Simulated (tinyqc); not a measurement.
Against thickness at fixed field: leakage through a gate insulator: direct, Fowler-Nordheim, trap-assisted and Poole-Frenkel currents. Computed by tinyqc, a small Python program. Command: `OMP_NUM_THREADS=1 python tinyqc.py 3025903 3025904 out.jsonl oxideleak walk`. One thread of a shared host (Intel(R) Xeon(R) Processor @ 2.30GHz), about 0.01 s of CPU time with the checks.

Electrons enter from the cathode Fermi level at x = 0; the conduction band of the insulator lies phi_b - e F x above it, F = V/t. WKB exponents use a parabolic band with mass m.

Inputs (values chosen for the exercise, with an insulator like Si3N4):
```
quantity                          value   unit
thickness t                         3.7     nm
barrier phi_b                      2.18     eV
tunnelling mass m                  0.41    m_0
static constant eps_ox             7.06      -
voltage across the insulator V      2.3      V
trap depth phi_t                    1.8     eV
trap density N_t                2.3e+19  cm^-3
attempt rate nu_0                 9e+13    1/s
activation of capture E_a          0.32     eV
temperature T                       250      K
```

Constants: hbar^2/(2 m_0) = 3.80998212 eV angstrom^2; e = 1.602176634e-19 C; hbar = 1.054571817e-34 J s; k_B = 8.617333262e-05 eV/K.

Method:
- For a level a distance phi(x) below the band, the WKB exponent is 2 int kappa dx with kappa = sqrt(m phi/(hbar^2/2m_0)); for a linear barrier from phi_1 down to phi_2 = max(phi_1 - e F d, 0) it is G = (4/3) sqrt(m/(hbar^2/2m_0)) (phi_1^(3/2) - phi_2^(3/2))/(e F).
- J_tun = e^3 F^2/(16 pi^2 hbar m phi_b) x exp(-G) / [1 - sqrt(phi_2/phi_b)]^2 with the free-electron mass in the cathode (m in m_0), phi_2 = max(phi_b - e V, 0): direct tunnelling for e V < phi_b, Fowler-Nordheim above. Image forces, back-flow and the limit on supply are left out, so J_tun is overstated below about 0.5 V.
- Equivalent oxide thickness = 3.9 t/eps_ox.
- A trap at depth x lies phi_t below the band. Capture: tunnel at the cathode Fermi level from 0 to x (G_in from phi_1 = phi_b), rate nu_0 exp(-G_in - E_c/k_B T) with E_c = E_a + max(phi_b - phi_t - e F x, 0), the last term being the height of the trap above the cathode Fermi level. Emission: tunnel from the trap level to the anode (G_out from phi_1 = phi_t over t - x), rate nu_0 exp(-G_out - E_a/k_B T). Re-emission to the cathode follows from detailed balance, rate_back = rate_in exp(dE/k_B T) with dE = phi_b - phi_t - e F x. Each trap passes R = rate_in rate_out/(rate_in + rate_back + rate_out) electrons per second; filling from the anode is left out.
- J_TAT = e N_t int_0^t R dx by the midpoint rule on 400 intervals; the most effective depth is the midpoint with the largest R, rounded to 0.01 nm.

field F = 6.21622 MV/cm

Currents:
```
t (nm)   V (V)  J_tun (A/cm^2)  J_TAT (A/cm^2)
1.2     0.7459      4.8198e+04      4.8082e-03
1.6     0.9946      1.2394e+03      1.8413e-03
2.2     1.3676      1.1080e+01      2.5166e-04
3.0     1.8649      8.7899e-02      1.8413e-05
4.0     2.4865      9.7248e-03      1.4500e-06
5.5     3.4189      9.7248e-03      7.4936e-07
7.5     4.6622      9.7248e-03      7.5274e-07
10.0    6.2162      9.7248e-03      7.5701e-07
```

What follows from these numbers?

Between the first rows J_tun falls by 3.97 decades per nm. From t = phi_b/(e F) = 3.51 nm it stops changing, since a triangular barrier does not feel the thickness. J_TAT stays below J_tun at all these thicknesses.

Extremes, crossings and ranges named in words are read from the listed rows.
